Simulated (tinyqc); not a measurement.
First phase against the interface composition: thermodynamics of metal silicides: hull, first phase, silicon consumed, nucleation and stability against SiO2. Computed by tinyqc, a small Python program. Command: `OMP_NUM_THREADS=1 python tinyqc.py 3017735 3017736 out.jsonl silphase walk`. One thread of a shared host (Intel(R) Xeon(R) Processor @ 2.30GHz), about 0.01 s of CPU time with the checks.

Entropies of formation of the solids are neglected, so heats stand for free energies. Si fractions: M2Si 0.3333, MSi 0.5000, MSi2 0.6667.

Inputs (values chosen for the exercise, of the order of those of cobalt silicides for heats and volumes only): heat of formation of M2Si = -36.6 kJ/mol atoms; heat of formation of MSi = -46.3 kJ/mol atoms; heat of formation of MSi2 = -33.7 kJ/mol atoms.

Phases: M2Si, MSi, MSi2.

Method. Effective heat of formation: at the interface the mixture has the Si fraction x_e; the limiting element scales the heat, H_eff = H x_e/x if x_e < x, H (1 - x_e)/(1 - x) otherwise. The rule names the most negative as the first phase; its restriction to congruently melting phases is left out here.

H_eff (kJ/mol atoms):

| x_e | M2Si | MSi | MSi2 | first phase |
|---|---|---|---|---|
| 0.10 | -10.980 | -9.260 | -5.055 | M2Si |
| 0.20 | -21.960 | -18.520 | -10.110 | M2Si |
| 0.30 | -32.940 | -27.780 | -15.165 | M2Si |
| 0.36 | -35.136 | -33.336 | -18.198 | M2Si |
| 0.42 | -31.842 | -38.892 | -21.231 | MSi |
| 0.48 | -28.548 | -44.448 | -24.264 | MSi |
| 0.54 | -25.254 | -42.596 | -27.297 | MSi |
| 0.60 | -21.960 | -37.040 | -30.330 | MSi |
| 0.66 | -18.666 | -31.484 | -33.363 | MSi2 |
| 0.75 | -13.725 | -23.150 | -25.275 | MSi2 |

What follows from these numbers?

Each phase is a triangle with its apex at its own composition. In order of x_e the first phase is M2Si, then MSi, then MSi2. On either side of all three the ranking is that of H/x (Si-poor) or H/(1 - x) (Si-rich).
